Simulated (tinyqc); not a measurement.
Minimum-mode following (dimer method) and harmonic rate on a two-dimensional model surface: one step, computed by the program tinyqc.

V(x, y) = h u^2 + t x + (kappa/2)(y + c u)^2 with u = x^2/w^2 - 1; the path runs from the minimum near (-w, 0) to that near (w, 0).

Problem. Dimer step 1. Dimer at R with unit axis N = (cos phi, sin phi) and normal T = (-sin phi, cos phi). Gradients g at R +/- delta N and at R +/- delta T give H N and H T by central differences, (g+ - g-)/(2 delta). With C_N = N.H N, C_T = T.H T and b = T.H N, rotate by theta = (1/2) atan2(-2b, C_T - C_N), the angle of least curvature C = (C_N + C_T)/2 - sqrt((C_N - C_T)^2/4 + b^2). Translate along F = -g + 2 (g.N) N if C < 0, else along F = (g.N) N, with the new axis: R(new) = R + eta F, the move limited to 0.2 angstrom.

Inputs (values chosen for the exercise, for a model surface):
```
quantity                    value           unit
height h                      1.2             eV
half width w                  1.1       angstrom
transverse stiffness kappa    5.3  eV/angstrom^2
curvature c                  0.41       angstrom
tilt t                      -0.33    eV/angstrom
half length delta           0.005       angstrom
step factor eta             0.026  angstrom^2/eV
```

Surface: curved double well.

R at the start (angstrom): -0.4530709  0.1900051

phi at the start = -50 degrees

Give: C_N, C_T, b; rotation theta; phi after step 1; least curvature C; gradient g; effective force F; R after step 1.

Solution.

C_N, C_T, b (eV/angstrom^2): 3.8911  -0.5797  -3.3064

rotation theta = 62.031 degrees

phi after step 1 = 12.031 degrees

least curvature C = -2.3355 eV/angstrom^2

gradient g (eV/angstrom): 1.4072  -0.7973

effective force F (eV/angstrom): 0.9598  1.3018

R after step 1 (angstrom): -0.42812  0.22385

The curvature is negative, so the force along the axis is inverted.
